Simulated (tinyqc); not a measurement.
Quantum limit of the contact resistance of a two-dimensional channel: one step of the calculation.

Parabolic band with gv valleys, C = hbar^2/(2 m0), eta = (EF - Ec)/(kB T). Landauer picture: each mode conducts 2 q^2/h, and the contacts and the channel add incoherently in series, 1/Tt - 1 = 2 (1/tc - 1) + L/lam for the total transmission Tt.

Task. Fermi level and modes. n = N ln(1 + exp(eta)), N = gv m kB T/(2 pi C); modes per width M = gv sqrt(m kB T/C) Fm(eta)/(2 sqrt(pi)), Fm(x) = (1/sqrt(pi)) int_0^infinity u^(-1/2)/(1 + exp(u - x)) du; at zero temperature M0 = gv kF/pi, kF = sqrt(2 pi n/gv). kB T in eV.

Inputs (values chosen for the exercise): temperature T = 300 K; mass m = 0.49 m0; valleys gv = 1; carrier density n = 1.2e12 cm^-2.

Constants: q = 1.602176634e-19 C, kB = 1.380649e-23 J/K, hbar = 1.054571817e-34 J s, m0 = 9.1093837015e-31 kg, Vt = kB T/q, hbar^2/(2 m0) = 0.0380998212 eV nm^2. Results are converted to the units shown.

Wanted: N; eta; M; M0.

Result.

N = 5.292e12 cm^-2
eta = -1.368
M = 35.22 1/um
M0 = 87.40 1/um

The zero-temperature count is 2.48 times the thermal one.

Numbers from tinyqc (`OMP_NUM_THREADS=1 python tinyqc.py 2760164 2760165 out.jsonl`; about 0.01 s on one thread of a shared Intel Xeon 2.30GHz).
